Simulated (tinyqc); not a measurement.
RKS/BP86 in the sto-3g basis, for H6, spin multiplicity 1, step by step. One step of it, computed by the program tinyqc.

Question. Iteration 1: building the Kohn-Sham matrix. J_ij = sum D_kl (ij|kl); F = H + J + V_xc; E = tr D H + tr D J / 2 + E_xc + E_nn.

D at the start:
```
           1H 1s      2H 1s      3H 1s      4H 1s      5H 1s      6H 1s
1H 1s   0.133688   0.381140  -0.112113  -0.236938   0.199041   0.101899
2H 1s   0.381140   1.283848   0.080144  -0.642043   0.232781   0.198507
3H 1s  -0.112113   0.080144   1.000942   0.501975  -0.643894  -0.237168
4H 1s  -0.236938  -0.642043   0.501975   0.999481   0.081309  -0.111456
5H 1s   0.199041   0.232781  -0.643894   0.081309   1.284072   0.380318
6H 1s   0.101899   0.198507  -0.237168  -0.111456   0.380318   0.133103
```

core Hamiltonian H = T + V (hartree):
```
           1H 1s      2H 1s      3H 1s      4H 1s      5H 1s      6H 1s
1H 1s  -1.752767  -1.296125  -0.347677  -0.076197  -0.008091  -0.000831
2H 1s  -1.296125  -2.127363  -1.194145  -0.365980  -0.057111  -0.008072
3H 1s  -0.347677  -1.194145  -2.275218  -1.471355  -0.366588  -0.076198
4H 1s  -0.076197  -0.365980  -1.471355  -2.275501  -1.195686  -0.347672
5H 1s  -0.008091  -0.057111  -0.366588  -1.195686  -2.127435  -1.294627
6H 1s  -0.000831  -0.008072  -0.076198  -0.347672  -1.294627  -1.752198
```

Two-electron integrals (ij|kl) in chemists' order, unique and non-zero (hartree):
```
(11|11) 0.774606   (21|11) 0.367670   (21|21) 0.213722   (22|11) 0.518456
(22|21) 0.367670   (22|22) 0.774606   (31|11) 0.065180   (31|21) 0.041779
(31|22) 0.081495   (31|31) 0.009695   (32|11) 0.176362   (32|21) 0.129497
(32|22) 0.292545   (32|31) 0.035046   (32|32) 0.143128   (33|11) 0.274639
(33|21) 0.201044   (33|22) 0.466156   (33|31) 0.065180   (33|32) 0.292545
(33|33) 0.774606   (41|11) 0.010482   (41|21) 0.007059   (41|22) 0.014474
(41|31) 0.001796   (41|32) 0.006908   (41|33) 0.014474   (41|41) 0.000358
(42|11) 0.040438   (42|21) 0.029177   (42|22) 0.065180   (42|31) 0.008379
(42|32) 0.035046   (42|33) 0.081495   (42|41) 0.001796   (42|42) 0.009695
(43|11) 0.128408   (43|21) 0.090380   (43|22) 0.201044   (43|31) 0.029177
(43|32) 0.129497   (43|33) 0.367670   (43|41) 0.007059   (43|42) 0.041779
(43|43) 0.213722   (44|11) 0.189034   (44|21) 0.128408   (44|22) 0.274639
(44|31) 0.040438   (44|32) 0.176362   (44|33) 0.518456   (44|41) 0.010482
(44|42) 0.065180   (44|43) 0.367670   (44|44) 0.774606   (51|11) 0.000760
(51|21) 0.000532   (51|22) 0.001150   (51|31) 0.000151   (51|32) 0.000621
(51|33) 0.001451   (51|41) 0.000033   (51|42) 0.000176   (51|43) 0.000763
(51|44) 0.001221   (51|51) 3.24e-06   (52|11) 0.004701   (52|21) 0.003312
(52|22) 0.007302   (52|31) 0.000994   (52|32) 0.004224   (52|33) 0.010593
(52|41) 0.000227   (52|42) 0.001282   (52|43) 0.006040   (52|44) 0.010591
(52|51) 0.000024   (52|52) 0.000187   (53|11) 0.025601   (53|21) 0.017429
(53|22) 0.037362   (53|31) 0.005419   (53|32) 0.023388   (53|33) 0.065302
(53|41) 0.001333   (53|42) 0.007966   (53|43) 0.041855   (53|44) 0.081638
(53|51) 0.000151   (53|52) 0.001284   (53|53) 0.009728   (54|11) 0.076227
(54|21) 0.050332   (54|22) 0.104122   (54|31) 0.015081   (54|32) 0.063422
(54|33) 0.176626   (54|41) 0.003814   (54|42) 0.023379   (54|43) 0.129693
(54|44) 0.292989   (54|51) 0.000459   (54|52) 0.004228   (54|53) 0.035151
(54|54) 0.143510   (55|11) 0.137986   (55|21) 0.089010   (55|22) 0.179127
(55|31) 0.025565   (55|32) 0.104019   (55|33) 0.274778   (55|41) 0.006246
(55|42) 0.037313   (55|43) 0.201164   (55|44) 0.466473   (55|51) 0.000760
(55|52) 0.007302   (55|53) 0.065302   (55|54) 0.292989   (55|55) 0.774606
(61|11) 0.000057   (61|21) 0.000040   (61|22) 0.000086   (61|31) 0.000012
(61|32) 0.000051   (61|33) 0.000130   (61|41) 2.77e-06   (61|42) 0.000016
(61|43) 0.000075   (61|44) 0.000130   (61|51) 2.95e-07   (61|52) 2.31e-06
(61|53) 0.000016   (61|54) 0.000051   (61|55) 0.000086   (61|61) 2.86e-08
(62|11) 0.000517   (62|21) 0.000353   (62|22) 0.000758   (62|31) 0.000108
(62|32) 0.000458   (62|33) 0.001218   (62|41) 0.000026   (62|42) 0.000151
(62|43) 0.000762   (62|44) 0.001448   (62|51) 2.88e-06   (62|52) 0.000024
(62|53) 0.000176   (62|54) 0.000621   (62|55) 0.001148   (62|61) 2.94e-07
(62|62) 3.23e-06   (63|11) 0.004508   (63|21) 0.002995   (63|22) 0.006244
(63|31) 0.000903   (63|32) 0.003808   (63|33) 0.010482   (63|41) 0.000223
(63|42) 0.001330   (63|43) 0.007059   (63|44) 0.014474   (63|51) 0.000026
(63|52) 0.000227   (63|53) 0.001799   (63|54) 0.006916   (63|55) 0.014477
(63|61) 2.77e-06   (63|62) 0.000033   (63|63) 0.000358   (64|11) 0.019404
(64|21) 0.012598   (64|22) 0.025556   (64|31) 0.003664   (64|32) 0.015059
(64|33) 0.040438   (64|41) 0.000903   (64|42) 0.005409   (64|43) 0.029177
(64|44) 0.065180   (64|51) 0.000108   (64|52) 0.000993   (64|53) 0.008392
(64|54) 0.035088   (64|55) 0.081498   (64|61) 0.000012   (64|62) 0.000151
(64|63) 0.001796   (64|64) 0.009695   (65|11) 0.070497   (65|21) 0.044867
(65|22) 0.088899   (65|31) 0.012586   (65|32) 0.050217   (65|33) 0.128296
(65|41) 0.002992   (65|42) 0.017382   (65|43) 0.090305   (65|44) 0.200885
(65|51) 0.000354   (65|52) 0.003308   (65|53) 0.029191   (65|54) 0.129510
(65|55) 0.367153   (65|61) 0.000039   (65|62) 0.000530   (65|63) 0.007052
(65|64) 0.041735   (65|65) 0.213197   (66|11) 0.112185   (66|21) 0.070566
(66|22) 0.137950   (66|31) 0.019404   (66|32) 0.076124   (66|33) 0.189034
(66|41) 0.004508   (66|42) 0.025556   (66|43) 0.128408   (66|44) 0.274639
(66|51) 0.000519   (66|52) 0.004699   (66|53) 0.040491   (66|54) 0.176519
(66|55) 0.518104   (66|61) 0.000057   (66|62) 0.000758   (66|63) 0.010482
(66|64) 0.065180   (66|65) 0.367153   (66|66) 0.774606
```

nuclear repulsion = 4.87149520 hartree

V_xc (hartree):
```
           1H 1s      2H 1s      3H 1s      4H 1s      5H 1s      6H 1s
1H 1s  -0.366941  -0.240332  -0.054726  -0.010696  -0.000978  -0.000089
2H 1s  -0.240332  -0.508280  -0.216654  -0.057706  -0.007793  -0.000976
3H 1s  -0.054726  -0.216654  -0.505121  -0.270806  -0.057809  -0.010696
4H 1s  -0.010696  -0.057706  -0.270806  -0.505111  -0.216972  -0.054717
5H 1s  -0.000978  -0.007793  -0.057809  -0.216972  -0.508267  -0.239924
6H 1s  -0.000089  -0.000976  -0.010696  -0.054717  -0.239924  -0.366544
```

E_xc = sum of w rho eps_xc = -2.29556508 hartree

Give: Coulomb J; Kohn-Sham matrix F; total energy of this density.

Answer.

Coulomb J (hartree):
```
       1H 1s  2H 1s  3H 1s  4H 1s  5H 1s  6H 1s
1H 1s  1.820  1.216  0.312  0.065  0.006  0.001
2H 1s  1.216  2.505  1.223  0.347  0.050  0.006
3H 1s  0.312  1.223  2.784  1.556  0.348  0.065
4H 1s  0.065  0.347  1.556  2.784  1.225  0.312
5H 1s  0.006  0.050  0.348  1.225  2.505  1.214
6H 1s  0.001  0.006  0.065  0.312  1.214  1.819
```

Kohn-Sham matrix F (hartree):
```
        1H 1s   2H 1s   3H 1s   4H 1s   5H 1s   6H 1s
1H 1s  -0.299  -0.320  -0.091  -0.022  -0.003   0.000
2H 1s  -0.320  -0.130  -0.188  -0.076  -0.015  -0.003
3H 1s  -0.091  -0.188   0.004  -0.186  -0.076  -0.022
4H 1s  -0.022  -0.076  -0.186   0.003  -0.188  -0.091
5H 1s  -0.003  -0.015  -0.076  -0.188  -0.131  -0.320
6H 1s   0.000  -0.003  -0.022  -0.091  -0.320  -0.300
```

total energy of this density = -2.99078 hartree
